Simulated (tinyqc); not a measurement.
Yield against design margin.

Cells fail independently with probability Q(k) = erfc(k/sqrt(2))/2 when the margin is k standard deviations, and Y = exp(-Nb Q(k)). phi = exp(-k^2/2)/sqrt(2 pi).  k = margin/s(dVT). With one spare that repairs any one cell, Y1 = exp(-x)(1 + x), x = Nb Q(k).

Inputs (values chosen for the exercise):
- Nb = 33554432 (number of cells)

s(dVT) = 21.3 mV

Results:

| M (mV) | k | Q(k) | expected failures x | Y | Y1 |
|---|---|---|---|---|---|
| 104 | 4.883 | 5.234e-7 | 17.56 | 2.359e-8 | 4.379e-7 |
| 117 | 5.493 | 1.976e-8 | 0.6631 | 0.5152 | 0.8569 |
| 122 | 5.728 | 5.090e-9 | 0.1708 | 0.8430 | 0.9870 |
| 130 | 6.103 | 5.195e-10 | 0.01743 | 0.9827 | 0.9998 |
| 138 | 6.479 | 4.621e-11 | 0.001550 | 0.9985 | 1.000 |
| 146 | 6.854 | 3.579e-12 | 1.201e-4 | 0.9999 | 1.000 |
| 156 | 7.324 | 1.204e-13 | 4.040e-6 | 1.000 | 1.000 |

Estimate the missing row, M = 112 mV.

Computed row:

| M (mV) | k | Q(k) | expected failures x | Y | Y1 |
|---|---|---|---|---|---|
| 112 | 5.258 | 7.273e-8 | 2.440 | 0.08713 | 0.2997 |

With this row back in the table: Over a change of the margin from 104 to 156 mV, k goes from 4.88 to 7.32, the expected failures fall by 6.6 decades and the yield goes from 2.36e-8 to 1.000. The spare helps most at M = 117 mV among the rows, where it lifts the yield from 0.515 to 0.857.

Numbers from tinyqc (`OMP_NUM_THREADS=1 python tinyqc.py 2090017 2090018 out.jsonl`; about 0.01 s on one thread of a shared Intel Xeon 2.30GHz).
